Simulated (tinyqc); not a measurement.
Three-level Kane dispersion of a narrow-gap semiconductor, step by step. Values are carried at full precision from step to step, so a last printed digit may differ when a step is redone from the rounded ones.

Zero of energy at Gamma8, c = hbar^2/2m0, P^2 = Ep c. The free-electron term and remote bands are left out, so the heavy holes are flat at E = 0 and the other three bands obey E (E - Eg)(E + Dso) = P^2 k^2 (E + 2 Dso/3). The conduction band is the highest root; its edge is Ec = max(Eg, 0).

Constants: hbar^2/2m0 = 3.80998211 eV angstrom^2; hbar = 6.58211957e-16 eV s; e^2/(4 pi eps0) = 14.39964547 eV angstrom; muB = 5.788381798e-05 eV/T.

Parameters, chosen for this exercise (near those of grey Sn; shifted at random, so the results belong to these values and not to a real crystal):
- Eg = -0.391 eV (E(Gamma6) - E(Gamma8))
- Dso = 0.8 eV (spin-orbit splitting)
- Ep = 22.2 eV (Kane energy)
- k = 0.012 1/angstrom (wave vector)
- n = 1.7e+16 cm^-3 (electron density)
- eps = 23.3 (high-frequency dielectric constant)
- B = 4.9 T (magnetic field)

## The three bands at one k

Expand the equation into E^3 + a2 E^2 + a1 E + a0 = 0 and give its roots; compare with the two-level form (Dso to infinity) E = Eg/2 +/- sqrt(Eg^2/4 + (2/3) P^2 k^2).

P^2 k^2 = 0.012180 eV^2

a2, a1, a0: 1.191000  0.300620  -0.006496

roots (eV): -0.8099  -0.4011  0.0200

two-level form (eV): -0.4108  0.0198

The two-level form misses the highest root by -0.2 meV. The order is inverted: the band that would be the light hole curves upward from Gamma8 and touches the heavy holes, so there is no gap.

## Mass at the edge and limiting velocity

For Eg < 0 the conduction band starts at Gamma8 with m0* = 3 |Eg|/(2 Ep). In the two-level form the velocity tends to v = sqrt(2/3) P/hbar, and |Eg| = 2 m v^2 with m = 3 |Eg|/(2 Ep), as for a relativistic particle. 1 angstrom = 1e-10 m.

m0* = 0.02642 m0
P = 9.1968 eV angstrom
v = 1.141e+06 m/s
k at which the linear part sets in, |Eg|/(2 hbar v) = 0.02603 1/angstrom

## Fermi level and mass at a given density

Degenerate electrons at T = 0: kF = (3 pi^2 n)^(1/3), 1 cm^-3 = 1e-24 angstrom^-3; EF is the highest root at kF. The momentum (cyclotron, optical) mass is m(E) = hbar^2 k/(dE/dk) = c d(k^2)/dE with d(k^2)/dE = k^2 [1/E + 1/(E - Eg) + 1/(E + Dso) - 1/(E + 2 Dso/3)]; the density of states is k d(k^2)/dE/(2 pi^2).

Edge mass m0* = 3 |Eg|/(2 Ep).

Compare EF - Ec with the parabolic value c kF^2/m0*.

kF = 0.00795 1/angstrom
EF - Ec = 0.0090 eV
parabolic value = 0.0091 eV
m(EF) = 0.02733 m0
m(EF)/m0* = 1.035
density of states at EF = 2.891e+18 1/(eV cm^3)

The parabola overstates EF - Ec by a factor of 1.02; (EF - Ec)/|Eg| = 0.02, and the two-level rule 1 + 2 (EF - Ec)/|Eg| = 1.046 estimates the mass ratio.

## Plasma and cyclotron energies

hbar wp = sqrt(8 pi c (e^2/4 pi eps0) n/(eps m)), hbar wc = 2 muB B/m (classical limit), with m = m(EF) and, for comparison, the edge mass; n in angstrom^-3.

hbar wp with m(EF), with m0* (meV): 6.07  6.17

hbar wc with m(EF), with m0* (meV): 20.75  21.47

hbar wc is not small against EF - Ec = 9.0 meV, so only the lowest Landau level or two are filled: this is the quantum limit, where the classical value fails.

## Checks

- Roots of the cubic against the 8 x 8 Kane matrix without remote terms: they agree to 1e-10 or better.
- m(E) near the edge against m0*: both 0.02642.

(tinyqc, `OMP_NUM_THREADS=1 python tinyqc.py 1050718 1050719 out.jsonl`, Intel(R) Xeon(R) Processor @ 2.30GHz, 1 thread, shared host, about 0.01 s.)
